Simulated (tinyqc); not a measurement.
Anisotropic elasticity and sound waves of a cubic crystal: one step, computed by the program tinyqc. Command: `OMP_NUM_THREADS=1 python tinyqc.py 3014486 3014487 out.jsonl cubicelastic walk`. One thread of a shared host (Intel(R) Xeon(R) Processor @ 2.30GHz), about 0.01 s of CPU time with the checks.

Voigt order 1..6 = xx, yy, zz, yz, xz, xy, with engineering shear strains. The rotated frame has x' as named, z' along the wafer normal and y' = z' x x'.

Question. Stiffness in the rotated frame. C'_ijkl = C12 delta_ij delta_kl + C44 (delta_ik delta_jl + delta_il delta_jk) - H sum_m a_im a_jm a_km a_lm.

Inputs (values chosen for the exercise, modelled on germanium): C12 = 47.63 GPa; C44 = 67.08 GPa.

Frame: (001) wafer, x' along [110].

H = 54.09 GPa

direction cosines a (rows x', y', z' in the cube axes):
```
            x         y         z
x'   0.707107  0.707107  0.000000
y'  -0.707107  0.707107  0.000000
z'   0.000000  0.000000  1.000000
```

Give: C'.

Answer.

C' (GPa):
```
         1        2        3       4       5       6
1  154.745   20.585   47.630   0.000   0.000   0.000
2   20.585  154.745   47.630   0.000   0.000   0.000
3   47.630   47.630  127.700   0.000   0.000   0.000
4    0.000    0.000    0.000  67.080   0.000   0.000
5    0.000    0.000    0.000   0.000  67.080   0.000
6    0.000    0.000    0.000   0.000   0.000  40.035
```

No normal-shear coupling appears in this frame.
